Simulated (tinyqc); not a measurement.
Sharpness of the interface: valley splitting of a silicon quantum well in envelope theory.

The well lies at 0 < z < L; U(z) = V0 [1/(1 + exp(z/w)) + 1/(1 + exp((L - z)/w))] - e F z, 1 mV/nm = 1e-4 eV/angstrom. The envelope psi solves -(c/ml) psi'' + U psi = E psi, c = hbar^2/2m0, by three-point differences on a grid of 0.1 angstrom from -40 to L + 40 angstrom. The two valleys at +/- k0 couple through D = C0 times the integral of exp(-i q z) U(z) psi^2, q = 2 k0 (2 pi/a), and split by Ev = 2|D|.

Random alloy: with Y(z) = Yw + (Yb - Yw) B(z), B the bracket in U, and in-plane density exp(-r^2/ad^2)/(pi ad^2), D gains a random complex part of variance sigma^2 = (C0^2/pi)(a^2 V0/(8 ad (Yb - Yw)))^2 (4/a) times the integral of psi^4 Y (1 - Y). Alone it gives a mean splitting sqrt(pi) sigma; together with the smooth part the rms splitting is 2 sqrt(|D|^2 + sigma^2).

Constants: hbar^2/2m0 = 3.80998211 eV angstrom^2.

Parameters, chosen for this exercise (near those of a strained Si well in SiGe; shifted at random, so the results belong to these values and not to a real crystal):
- L = 94 angstrom (well width)
- V0 = 0.21 eV (conduction offset)
- ml = 0.912 m0 (mass along z)
- F = 2.3 mV/nm (field pressing towards the upper interface)
- k0 = 0.85 2 pi/a (valley position)
- a = 5.431 angstrom (lattice constant)
- C0 = 0.246 (Bloch overlap factor)
- Yb = 0.3 (Ge share of the barrier)
- Yw = 0.02 (Ge share of the well)
- ad = 160 angstrom (dot radius)
- ws = (0.3, 0.6, 1, 1.5, 1.8, 3, 4.6) angstrom (interface widths)

The smooth part 2|D| and the disorder part against w, beside y/sinh(y) with y = pi q w. The 12 to 88 % width of the step is 4w.

Results:
```
w (angstrom)  4w (angstrom)  2|D| (micro-eV)  y/sinh(y)  sqrt(pi) sigma (micro-eV)
0.3                     1.2            36.18       0.60                       66.0
0.6                     2.4            10.77       0.18                       66.0
1.0                     4.0             1.50      0.026                       66.2
1.5                     6.0             0.11     0.0017                       66.4
1.8                     7.2             0.02    0.00033                       66.5
3.0                    12.0             0.00    3.3e-07                       67.4
4.6                    18.4             0.00    2.6e-11                       69.6
```

What does the comparison show?

The smooth part needs a Fourier component of U psi^2 at a wavelength of 3.19 angstrom; from the first row to the third it falls by a factor 24.1, while y/sinh(y) falls by 23.2 (the envelope near the step and the phase between the two interfaces change too). The disorder part goes from 66.0 to 69.6 micro-eV. It exceeds the smooth part in every row.

Run: tinyqc, `OMP_NUM_THREADS=1 python tinyqc.py 1280429 1280430 out.jsonl`; Intel(R) Xeon(R) Processor @ 2.30GHz, one thread, shared host; about 0.2 s of CPU time with all checks.
